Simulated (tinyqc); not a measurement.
Vibrations of a mass or spring defect in a linear chain: one step, computed by the program tinyqc.

A ring of N atoms with nearest-neighbour springs k and motion along the chain. Atom 1 is the defect, of mass M', and its two springs are k'. Odd sites are A (the defect replaces an A atom), even sites B.

Task: Dynamical matrix of the ring. D_ii = (sum of the two springs at i)/M_i, D_ij = -k_ij/sqrt(M_i M_j) for neighbours, closed into a ring.

Inputs (values chosen for the exercise, for a model chain):
```
quantity                         value           unit
spring constant k                 1.57  eV/angstrom^2
mass M_A                           116              u
mass M_B                           227              u
defect mass M'                    26.5              u
spring ratio k'/k at the defect      1              -
atoms in the ring N                  8              -
```

Host: diatomic.

Give: D.

Result:

D (eV/(angstrom^2 u)), lower triangle (symmetric):
```
         1        2        3        4        5        6        7       8
1   0.1185
2  -0.0202   0.0138
3   0.0000  -0.0097   0.0271
4   0.0000   0.0000  -0.0097   0.0138
5   0.0000   0.0000   0.0000  -0.0097   0.0271
6   0.0000   0.0000   0.0000   0.0000  -0.0097   0.0138
7   0.0000   0.0000   0.0000   0.0000   0.0000  -0.0097   0.0271
8  -0.0202   0.0000   0.0000   0.0000   0.0000   0.0000  -0.0097  0.0138
```
